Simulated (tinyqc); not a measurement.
# Worked calculation: quantum point contact as a saddle point

Numbers from tinyqc (`OMP_NUM_THREADS=1 python tinyqc.py 2740009 2740010 out.jsonl`; about 0.03 s on one thread of a shared Intel Xeon 2.30GHz). Printed values are rounded.

Potential V0 - m wx^2 x^2/2 + m wy^2 y^2/2; energies are counted from V0. Mode n = 0, 1, ... transmits T_n(E) = 1/(1 + exp(-2 pi (E - E_n)/wx)), E_n = wy (n + 1/2); each mode carries 2 q^2/h.

Values chosen for this exercise: temperature T = 0.3 K; transverse quantum hbar wy wy = 5.9 meV; curvature of the barrier hbar wx wx = 5.2 meV; Fermi level above the saddle point mu = 13.45 meV; points of the energy grid nE = 13; half-range of the grid in kB T xm = 6.

Constants: q = 1.602176634e-19 C, kB = 1.380649e-23 J/K, h = 6.62607015e-34 J s, Vt = kB T/q. Results are converted to the units shown.

## Transmissions at the Fermi level

At zero temperature g = G/(2 q^2/h) = sum T_n(mu); Fano factor sum T_n (1 - T_n)/sum T_n. Modes beyond those listed are in the sums but add less than 1e-4 to g.

```
mode  E_n (meV)       T_n
0        2.9500  0.999997
1        8.8500  0.996159
2       14.7500  0.172103
3       20.6500  0.000167
```

g = 2.1684
G = 168.01 uS
Fano factor = 0.06755

## Thermal average on a coarse grid

g(T) = int g(E) (-df/dE) dE = int g(mu + x kB T) dx/(4 cosh^2(x/2)), g(E) the zero-temperature value at E, g = G/(2 q^2/h). Simpson's rule on nE equally spaced x from -xm to xm.

```
point         x  E (meV)     g(E)    weight
0      -6.00000  13.2949  2.14252  0.002467
1      -5.00000  13.3207  2.14663  0.006648
2      -4.00000  13.3466  2.15082  0.017663
3      -3.00000  13.3724  2.15509  0.045177
4      -2.00000  13.3983  2.15945  0.104994
5      -1.00000  13.4241  2.16389  0.196612
6       0.00000  13.4500  2.16843  0.250000
7       1.00000  13.4759  2.17305  0.196612
8       2.00000  13.5017  2.17775  0.104994
9       3.00000  13.5276  2.18255  0.045177
10      4.00000  13.5534  2.18744  0.017663
11      5.00000  13.5793  2.19241  0.006648
12      6.00000  13.6051  2.19748  0.002467
```

integral of the weight = 0.994350
g(T) = 2.15631
g(T) divided by the integral of the weight = 2.16856

A converged quadrature gives 2.1686; this grid is 0.57 % below that, and its weight integrates to 0.9944 in place of 1.
